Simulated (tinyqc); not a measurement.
AlGaN/GaN HEMT with access regions, lumped model: effect of the source access length.

A polarisation-induced electron sheet under a Schottky gate, in series with two ungated access regions and contacts. Drift law v = mu E/(1 + mu E/vs) under the gate. Currents in mA/mm, resistances in ohm mm. No self-heating, no channel-length modulation; fits for polarisation, barrier and offset are chosen for the exercise.

sigma = (5e13 x + 1.6e13 x^2) cm^-2, phiB = 0.84 + 1.3 x, dEc = 0.7 (1.71 x + x^2) in volts, Cb = eps0 eps_r/d, VT = phiB - dEc - q sigma/Cb, access density n0 = -Cb VT/q. Access resistance R(L, n) = L/(q mu n sqrt(1 - (I/(q n vs))^2)); Rs = Rc + R(Ls, n0), Rd = Rc + R(Ld, (1 - ft) n0). Vg' = Vg - I Rs, Vd' = Vd - I (Rs + Rd); with u = Vg' - VT, Vc = vs Lg/mu and w the smaller of Vd' and Vc [sqrt(1 + 2 u/Vc) - 1] (0 if negative), the channel gives (mu Cb/Lg)(u w - w^2/2)/(1 + w/Vc). I equals that channel current. Isat is I at Vd = 10 V, gm = dIsat/dVg, Ron the limit of Vd/I at small Vd.

Parameters, values chosen for the exercise; values close to those of AlGaN/GaN structures: aluminium share of the barrier x = 0.24; barrier thickness d = 20 nm; relative permittivity of barrier and channel eps_r = 9.1; channel mobility mu = 1800 cm^2/(V s); saturation velocity vs = 1.3e7 cm/s; gate length Lg = 0.25 um; drain access length Ld = 12 um; resistance of each contact Rc = 0.57 ohm mm; share of the drain-access electrons removed by traps ft = 0; gate voltage Vg = 0 V.

Constants: q = 1.602176634e-19 C, eps0 = 8.8541878128e-14 F/cm where lengths are in cm. Results are converted to the units shown.

The same in every row: VT (V) = -4.314; n0 (cm^-2) = 1.085e13.

Result of one run:
```
Ls (um)  Ron (ohm mm)  Isat (mA/mm)  gm (mS/mm)
0.6             5.247          1250       314.2
```

What becomes of these results when the source access length Ls is changed from 0.6 to 1 um, all else the same?

Result of the changed run:
```
Ls (um)  Ron (ohm mm)  Isat (mA/mm)  gm (mS/mm)
1               5.375          1193       295.7
```

The whole series:
```
Ls (um)  Ron (ohm mm)  Isat (mA/mm)  gm (mS/mm)
0.1             5.087          1332       344.9
0.3             5.151          1297       331.3
0.6             5.247          1250       314.2
1               5.375          1193       295.7
1.5             5.535          1131       277.1
2.5             5.854          1028       248.7
4               6.334         908.9       218.3
```

As Ls goes from 0.1 to 4 um, Ron rises from 5.09 to 6.33 ohm mm, Isat falls from 1330 to 909 mA/mm and gm falls from 345 to 218 mS/mm. The ceiling Cb vs is 524 mS/mm. In every row the power passes 5 W/mm, where self-heating, left out here, lowers the current.

Computed by the program tinyqc: `OMP_NUM_THREADS=1 python tinyqc.py 2570036 2570037 out.jsonl`, one thread of a shared Intel Xeon 2.30GHz, about 0.02 s for the whole run.
